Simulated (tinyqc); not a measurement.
Worked calculation: finite-size error of a charged defect in a periodic cell: Madelung and Makov-Payne terms. Computed by tinyqc, a small Python program that keeps every step. Command: `OMP_NUM_THREADS=1 python tinyqc.py 3006043 3006044 out.jsonl imagecharge walk`. One thread of a shared host (Intel(R) Xeon(R) Processor @ 2.30GHz), about 0.02 s of CPU time with the checks. Intermediate numbers are printed to about 6 digits and carried at full precision; extremes and crossings named in words are read from the listed rows.

L is the cube root of the cell volume. The defect charge is a Gaussian, rho(r) = q (2 pi sigma^2)^(-3/2) exp(-r^2/2 sigma^2), repeated periodically in a uniform neutralising background and screened by a continuum. The model cell energy is E(L) = E_0 + [periodic - isolated electrostatic energy].

Inputs (values chosen for the exercise, with screening close to that of CdS):
```
quantity,value,unit
charge q,-1,e
cell length L,11.4,angstrom
dielectric constant eps,8.61,-
axis ratio c/a,1.57,-
width sigma of the defect charge,1.2,angstrom
formation energy of the isolated defect E_0,2.125,eV
```

Supercell lattice: tetragonal. Screening: isotropic.

scatter added to the six cells, standing for numerical noise (meV): [-0.33, 0.5, -0.37, -1.3, 1.2, -1.4]

Constants: e^2/(4 pi eps_0) = 14.39964548 eV angstrom.

## The cell

Cell vectors: (1,0,0), (0,1,0), (0,0,c/a), scaled to volume L^3.

cell vectors (rows) (angstrom):
```
,1,2,3
1,9.8086,0.0000,0.0000
2,0.0000,9.8086,0.0000
3,0.0000,0.0000,15.3994
```

nearest image = 9.80855 angstrom

## Madelung energy

Ewald sum for a unit point charge: scale each Cartesian component of the cell by 1/sqrt(eps_i), giving R', G' and V'; E = [ (1/2) sum erfc(eta R')/R' + (2 pi/V') sum exp(-G'^2/4 eta^2)/G'^2 - eta/sqrt(pi) - pi/(2 V' eta^2) ] e^2/(4 pi eps_0) / sqrt(eps_x eps_y eps_z), over n_i = -6..6, omitting n = (0,0,0), eta = 2/V'^(1/3). alpha = -2 E eps_g L/(e^2/(4 pi eps_0)), eps_g = (eps_x eps_y eps_z)^(1/3).

terms for a unit charge (eV): real space 0.005255, reciprocal 0.025584, self -0.165538, background -0.057611

Madelung constant alpha = 2.62174

point-charge correction -q^2 E = 0.192311 eV

Cubic cells have alpha = 2.837 (sc) to 2.888 (fcc, bcc); this cell, as seen through the screening, is so far from compact that alpha drops well below.

## Energy of the smeared charge in the cell

Periodic energy of the Gaussian: (2 pi q^2/V) sum_(G != 0) exp(-sigma^2 G^2)/(G.eps.G) x e^2/(4 pi eps_0), n_i = -k..k with k = max(9, L/sigma rounded up). Isolated energy: q^2/(2 sqrt(pi) sigma) <1/(n.eps.n)> e^2/(4 pi eps_0), the mean over directions n, here 1/eps.

periodic energy = 0.211057 eV

isolated energy = 0.393154 eV

finite-size error = -0.182097 eV

E(L) = 1.94290 eV

## Makov-Payne correction

Second radial moment Q = q <r^2> = 3 q sigma^2; E(corrected) = E(L) + q^2 alpha e^2/(4 pi eps_0)/(2 eps L) - 2 pi q Q e^2/(4 pi eps_0)/(3 eps L^3). Errors left are the corrected energies less E_0.

Q = -4.32 e angstrom^2

third-order term = -0.0102135 eV

error left after the first term = 0.0102135 eV

error left after both terms = 0 eV

third-order over first-order term, in size = 0.0531096

The point-charge term alone overcorrects by 0.0102 eV, 5 % of itself; both terms together are exact to 1e-7 eV, since the clouds do not overlap.

## A series of cells

Cells of the same shape with L scaled by 0.7, 0.85, 1, 1.25, 1.5 and 2; the scatter is added to E(L). The point-charge correction scales as 1/L from its value at the input L.

Scaling data:
```
L (angstrom),1/L (1/angstrom),E(L) (eV),E(L) + point-charge correction (eV)
7.98,0.125313,1.87969,2.15442
9.69,0.103199,1.91588,2.14213
11.40,0.087719,1.94253,2.13484
14.25,0.070175,1.97508,2.12893
17.10,0.058480,2.00102,2.12923
22.80,0.043860,2.02872,2.12488
```

## Ways to reach the isolated limit

Least-squares fits of E(L) to a + b/L, a + c/L^3 or a + b/L + c/L^3; the estimate is a, and errors are against E_0.

Estimates of E_0:
```
way,estimate (eV),error (meV)
"largest cell, uncorrected",2.02872,-96.279
"largest cell, point-charge term",2.12488,-0.123
"1/L fit, three smallest",2.08865,-36.350
"1/L fit, all six",2.10703,-17.974
"1/L^3 fit, all six",2.01119,-113.810
"1/L and 1/L^3, three smallest",2.10591,-19.086
"1/L and 1/L^3, all six",2.12271,-2.289
"corrected data, 1/L^3 fit",2.12456,-0.441
```

coefficient b of the full fit = -2.15660 eV angstrom

Best here: largest cell, point-charge term (-0.1 meV); worst: 1/L^3 fit, all six (-114 meV). The fitted b is 98.4 % of the Madelung value -q^2 alpha e^2/(8 pi eps_0 eps_g), so such a fit also measures the screening. A pure 1/L fit lands below E_0, because the positive 1/L^3 term flattens the small-cell points.

Checks made by the program: the same sum with another eta (relative difference below 1e-10); both terms against the exact model when the clouds do not overlap (relative difference below 1e-10).
